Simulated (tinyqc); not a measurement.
# Grain-boundary trapping model (Seto) of a polycrystalline semiconductor film, step by step

A worked calculation. Computed by tinyqc, a small Python program that keeps every step. Command: `OMP_NUM_THREADS=1 python tinyqc.py 3020833 3020834 out.jsonl poly walk`. One thread of a shared host (Intel(R) Xeon(R) Processor @ 2.30GHz), about 0.01 s of CPU time with the checks. Intermediate numbers are printed to about 7 digits and carried at full precision; extremes and crossings named in words are read from the listed rows.

Grains of equal size L are joined by thin boundaries with one trap level. Trapped carriers deplete a width W on each side and raise a barrier, crossed by thermionic emission. Dopants are fully ionised, statistics are non-degenerate and mu_g does not depend on T.

Inputs (values chosen for the exercise, modelled on polycrystalline silicon):
```
quantity,value,unit
permittivity eps,11.7,-
effective mass m,0.37,m_0
"effective density of states at 300 K, N_c",2.1e+19,1/cm^3
grain size L,62,nm
trap density Q_t,1.9e+12,1/cm^2
trap level E_t below the band edge,0.5,eV
doping N,6.5e+17,1/cm^3
temperature T,400,K
```

Grain interior: neglected.

Constants: e = 1.602176634e-19 C; eps_0 = 8.8541878128e-12 F/m; k_B = 8.617333262e-05 eV/K; m_0 = 9.1093837015e-31 kg; k_B = 1.380649e-23 J/K.

## Critical doping

If all traps fill, the grain is just depleted at N* = Q_t/L, with the barrier e Q_t L/(8 eps eps_0).

N* = 3.064516e+17 1/cm^3

barrier at N* with all traps filled = 0.2277357 V

The traps stay filled only while e V_B is below E_t - k_B T ln(N_c(T)/N*) = 0.339 eV. The barrier above stays below that, so nearly all traps can fill.

## Barrier

N_c(T) = N_c (T/300 K)^(3/2). Filled traps Q = Q_t/(1 + (1/2) exp((E_t* - E_F)/k_B T)), where E_t* = e V_B - E_t and E_F are counted from the band edge at the grain centre. Partial depletion: Q = 2 N W, V_B = e N W^2/(2 eps eps_0), E_F = k_B T ln(N/N_c); solve for W. If that W would exceed L/2 the grain is fully depleted: W = L/2, Q = N L, and E_F follows from the trap equation. Centre density n_0 = N_c exp(E_F/k_B T).

depletion width W = 14.61129 nm

barrier V_B = 0.1073090 V

E_F = -0.1346658 eV

centre density n_0 = 6.50e+17 1/cm^3

The grain is partly depleted; 100.0 % of the traps are filled, and they hold 47.1 % of the carriers.

## Resistivity and effective mobility

Boundary: sigma_b = L e^2 n_0 exp(-e V_B/k_B T)/sqrt(2 pi m k_B T); rho = 1/sigma_b. Mean carrier density n_av = n_0 [(1 - 2W/L) + (2W/L) (sqrt(pi)/2) erf(y)/y], y = sqrt(e V_B/k_B T); effective mobility 1/(e n_av rho).

boundary resistivity = 0.2351335 ohm cm

resistivity rho = 0.2351335 ohm cm

mean carrier density = 4.955780e+17 1/cm^3

effective mobility = 53.56277 cm^2/(V s)

## Activation energy

E_a = d ln(rho)/d(1/k_B T) from T - 5 K and T + 5 K; temperature coefficient d ln(rho)/dT.

activation energy E_a = 0.09085207 eV

temperature coefficient = -0.6590370 %/K

With a fixed barrier the boundary term gives E_a = e V_B - k_B T/2 = 0.0901 eV, the second term coming from the thermal velocity in the prefactor.

## Against the doping

The formulas are those given above.

The same film:
```
N (1/cm^3),W (nm),V_B (V),mean density (1/cm^3),mobility (cm^2/(V s)),rho (ohm cm)
9.20e+15,31.00000,0.0068369,2.868898e+11,803.3751,2.708047e+04
3.10e+16,31.00000,0.0230373,1.451881e+12,577.2384,7.447378e+03
7.70e+16,31.00000,0.0572216,9.169144e+12,272.5465,2.497584e+03
1.50e+17,31.00000,0.1114706,9.614755e+13,74.2579,8.741955e+02
2.50e+17,31.00000,0.1857844,3.000747e+15,10.9902,1.892588e+02
3.70e+17,25.54942,0.1867710,1.810386e+17,8.3237,4.141941e+00
6.10e+17,15.56807,0.1143260,4.512393e+17,45.0375,3.071204e-01
1.20e+18,7.91638,0.0581541,1.088796e+18,187.3359,3.060005e-02
3.10e+18,3.06450,0.0225127,3.044556e+18,486.7274,4.211918e-03
1.20e+19,0.79167,0.0058158,1.198360e+19,776.9854,6.703310e-04
```

The barrier peaks among these rows at N = 3.7e17 (0.187 V) and the mobility has its minimum at 3.7e17; N* is 3.1e17. While the grain is fully depleted (W = L/2) V_B grows as N; once all traps are filled it falls as 1/N (last exponent -1.00). Partly depleted rows (W < L/2) with e V_B below 2 k_B T stretch the depletion approximation. Where the barrier is low the mobility is too high, because scattering inside the grains is left out. Where N approaches N_c the non-degenerate statistics fail. rho drops most steeply, as N^-9.7, between 2.5e17 and 3.7e17.

Checks made by the program: charge in the traps against the depleted charge (relative difference below 1e-10).
